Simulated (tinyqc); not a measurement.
Five-frequency model of solute diffusion by vacancies in an fcc metal: one step, computed by the program tinyqc. Command: `OMP_NUM_THREADS=1 python tinyqc.py 3027090 3027091 out.jsonl fivefreq walk`. One thread of a shared host (Intel(R) Xeon(R) Processor @ 2.30GHz), about 0.05 s of CPU time with the checks.

A vacancy next to the solute exchanges with it (w2), jumps to one of 4 sites that also neighbour the solute (w1) or to one of 7 that do not (w3); w4 is the reverse of w3 and w0 the host jump.

Problem. Correlation factor. Manning: with y = w4/w0, 7F = 7 - (10 y^4 + 180.5 y^3 + 927 y^2 + 1341 y)/(2 y^4 + 40.2 y^3 + 254 y^2 + 597 y + 436); f2 = (2 w1 + 7F w3)/(2 w2 + 2 w1 + 7F w3). The mean cosine between successive solute jumps follows from f2 = (1 + c)/(1 - c).

Inputs (values chosen for the exercise, for a model solute in a host close to silver): temperature T = 639 K.

rates (1/s): w0 6.703491e+07, w1 3288992, w2 4729360, w3 7.208566e+07, w4 8.963810e+07

Give: y = w4/w0; 7F; correlation factor f2; mean cosine c.

Solution.

y = w4/w0 = 1.3372

7F = 4.8145

correlation factor f2 = 0.97395

mean cosine c = -0.013197

The vacancy moves on by other jumps before it exchanges again, so solute jumps are nearly random.
